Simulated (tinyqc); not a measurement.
From results back to parameters: Koster-Slater impurity in an sp3s* host.

Problem. In the Koster-Slater model a defect shifts the s level of its site by Vs and the p levels by Vp; an A1 level solves 1/Vs = G_s(E) and a T2 level 1/Vp = G_p(E), E from the top of the valence band. A defect has an A1 level at E = 3.3794 eV, one of the energies of the table, and a T2 level at 2.0276 eV.

G(E) of the host (1/eV):
```
E (eV)         G_s         G_p
0.0000  -0.0034941   0.0465584
0.6759  -0.0076590   0.0286342
1.3517  -0.0121522   0.0163436
2.0276  -0.0172063   0.0059690
2.7035  -0.0231542  -0.0038109
3.3794  -0.0305574  -0.0139389
4.0552  -0.0405334  -0.0256251
4.7311  -0.0559500  -0.0415726
5.4070  -0.0917022  -0.0764832
```

Find: Vs, Vp.

Solution. Read G_s and G_p at the two energies and invert them. Vs is attractive and pulls its level down from the conduction bands. Vp is repulsive and pushes its level up from the valence bands.

Vs, Vp (eV): -32.7  167.5

Run: tinyqc, `OMP_NUM_THREADS=1 python tinyqc.py 1450290 1450291 out.jsonl`; Intel(R) Xeon(R) Processor @ 2.30GHz, one thread, shared host; about 0.08 s of CPU time with all checks.
